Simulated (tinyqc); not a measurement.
Inside a calculation: k.p theory built from an empirical-pseudopotential calculation at Gamma. Values are carried at full precision from step to step, so a last printed digit may differ when a step is redone from the rounded ones.

Empirical pseudopotential on the fcc lattice, atoms at +/- tau, tau = a (1,1,1)/8, no spin-orbit coupling. H(G,G') = c (2 pi/a)^2 |k + G|^2 delta + VS(q) cos(q.tau) + i VA(q) sin(q.tau), q = G - G', c = hbar^2/2m0; k and G in units of 2 pi/a; VS at |q|^2 = 3, 8, 11 and VA at 3, 4, 11, in rydberg, zero elsewhere. The basis is fixed: all 89 G with |G|^2 up to Gcut. Energies are counted from the fourth level at Gamma.

Constants: hbar^2/2m0 = 3.80998211 eV angstrom^2; Ry = 13.60569312 eV.

Values chosen for the exercise (near those of Si; shifted at random, so the results belong to these values and not to a real crystal): a = 5.417 angstrom (lattice constant); VS = (-0.212, 0.041, 0.082) Ry (symmetric form factors); VA = (0, 0, 0) Ry (antisymmetric form factors); Gcut = 19 (2 pi/a)^2 (largest |G|^2 of the fixed basis).

## Levels at Gamma

Diagonalise H at k = 0 and group equal levels.

Multiplets at Gamma:
```
multiplet  degeneracy    E (eV)
1                   1  -12.7202
2                   3    0.0000
3                   3    3.4552
4                   1    4.0499
5                   1    7.6167
6                   2    7.9823
7                   3   12.4841
8                   1   14.3150
9                   3   27.5897
```

The lowest empty multiplet is a triplet at 3.455 eV; the lowest empty singlet (s-like) is multiplet 4.

## Mass of the s-like conduction level (multiplet 4)

For a multiplet A of d_A states, W(B) = (4 c/(3 d_A)) sum over n in A, m in B and i = x, y, z of |<n|G_i|m>|^2 (G in 1/angstrom, <n|G_i|m> = sum_G c_n(G)* G_i c_m(G)); the mean inverse mass of A is 1 + sum_B W(B)/(E_A - E_B). Multiplets with W = 0 are left out.

List the couplings (the first eight at most); W to the valence triplet is the Kane energy Ep.

Couplings:
```
multiplet B  degeneracy  E_B (eV)   W (eV)  W/(E_A - E_B)
2                     3    0.0000  21.4632         5.2997
7                     3   12.4841   0.0294        -0.0035
11                    3   29.2382   0.4990        -0.0198
19                    3   46.1596   0.1333        -0.0032
22                    3   47.0708   0.0525        -0.0012
25                    3   52.4433   0.0314        -0.0006
34                    3   86.6050   0.0146        -0.0002
38                    3   88.3028   0.0316        -0.0004
```

sum over the higher multiplets = 0
1/m = 6.2708

Ep = 21.46 eV. The valence triplet gives 5.30, all other levels together -0.03; m = 0.1595, against 0.1587 for two levels alone.

## Valence parameters

Fold all other levels onto the valence triplet: D(u) = c + 4 c^2 sum_m <n|u.G|m><m|u.G|n'>/(0 - E_m), in units of c. Along [100] its eigenvalues are L (once) and M (twice); along [111] (L + 2M + 2N)/3 (once) and (L + 2M - N)/3 (twice). Then g1 = -(L + 2M)/3, g2 = -(L - M)/6, g3 = -N/6.

eigenvalues along [100]: -6.097  -3.517  -3.517

eigenvalues along [111]: -10.287  -1.422  -1.422

L, M, N: -6.097  -3.517  -8.865

g1, g2, g3: 4.377  0.430  1.478

With spin-orbit coupling added at fixed g1, g2, g3 and large against the hole energy these give heavy and light masses along [100] of 0.284 and 0.191. The s-like level alone adds Ep/(3E) = 1.77 to g1. Local form factors fix Ep and the gap only roughly, so these values can lie far from measured ones.

## Checks

- 1/m of the s-like level from the sum against the curvature of the band: both 6.271.
- L and M against the curvatures along [100]: largest relative difference 3.9e-07.

Program tinyqc; command `OMP_NUM_THREADS=1 python tinyqc.py 1080458 1080459 out.jsonl`; about 0.5 s on one thread of a shared Intel(R) Xeon(R) Processor @ 2.30GHz.
